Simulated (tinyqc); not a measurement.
## Thin-film transistor with exponential tail and deep states, accumulation layer: transfer curve

An undoped film in accumulation, thicker than the space-charge layer. With band bending psi the Fermi level lies E0 - psi below the band edge. Free electrons n = n0 exp(psi/Vt) carry the current; electrons in two exponential distributions of traps, a = a0 exp(psi/Va) and d = d0 exp(psi/Vp), do not. Linear regime, ohmic contacts, traps in equilibrium.

Va = kB Tt/q, Vp = kB Td/q; n0 = Nc exp(-E0/Vt), a0 = Nt th(T/Tt) exp(-E0/Va), d0 = Nd th(T/Td) exp(-E0/Vp), th(x) = pi x/sin(pi x). G(psi) = sum over the three kinds of c0 [V (exp(psi/V) - 1) - psi], field F = sqrt(2 q G/(eps0 eps_r)); Vg = psi + eps0 eps_r F/Ci at the surface. Total charge Q = Ci (Vg - psi_s); free charge Qf = q times the integral of n0 (exp(psi/Vt) - 1)/F over psi from 0 to psi_s; I = (W/L) mb Qf Vd; effective mobility mb Qf/Q. The last column is d ln I/d ln Vg.

Values chosen for this exercise; values close to those of amorphous indium gallium zinc oxide: temperature T = 250 K; relative permittivity of the semiconductor eps_r = 10; density of extended states Nc = 4e18 cm^-3; band mobility mb = 15 cm^2/(V s); total density of tail states Nt = 4.4e18 cm^-3; characteristic temperature of the tail Tt = 370 K; total density of deep states Nd = 7.3e16 cm^-3; characteristic temperature of the deep states Td = 2200 K; bulk Fermi level below the band edge E0 = 0.6 eV; gate capacitance Ci = 60 nF/cm^2; ratio W/L WL = 2; drain voltage Vd = 0.05 V.

Constants: q = 1.602176634e-19 C, kB = 1.380649e-23 J/K, Vt = kB T/q, eps0 = 8.8541878128e-14 F/cm where lengths are in cm. Results are converted to the units shown.

Transfer curve:
```
Vg (V)  E0 - psi_s (eV)  Q (nC/cm^2)  free share (%)  effective mobility (cm^2/(V s))    I (nA)  exponent
0.26             0.4645        7.468        1.202e-5                         1.803e-6  1.346e-6     4.661
0.42             0.3892        12.55        1.285e-4                         1.928e-5  2.421e-5     7.541
0.68             0.2813        21.68        0.006174                         9.261e-4  0.002008     10.58
1.1              0.1684        40.11          0.3542                          0.05314    0.2131     7.342
1.8              0.1013        78.08           2.353                           0.3529     2.756     3.762
3               0.05534        147.3           6.063                           0.9094     13.40     2.623
4.8             0.02069        253.2           10.77                            1.615     40.91     2.175
```

What does the comparison show?

The current rises from 1.35e-6 to 40.9 nA and the free share rises from 1.20e-5 to 10.8 %; the exponent goes from 4.66 through a maximum of 10.6 (at Vg = 0.68 V among the rows listed) to 2.18. If one kind of trap held all the charge, I would go as Q^(2 Tx/T - 1): 16.6 for the deep states, 1.96 for the tail and 1 for free electrons alone. At Vg = 4.8 V the surface Fermi level is within 2 Vt of the band edge, where the exponential forms fail. For Vg = 1.8 to 4.8 V the th form, which assumes a Fermi level far below the edge, overcounts the filled tail at the surface by more than 15 %.

Computed by the program tinyqc: `OMP_NUM_THREADS=1 python tinyqc.py 2610065 2610066 out.jsonl`, one thread of a shared Intel Xeon 2.30GHz, about 0.02 s for the whole run.
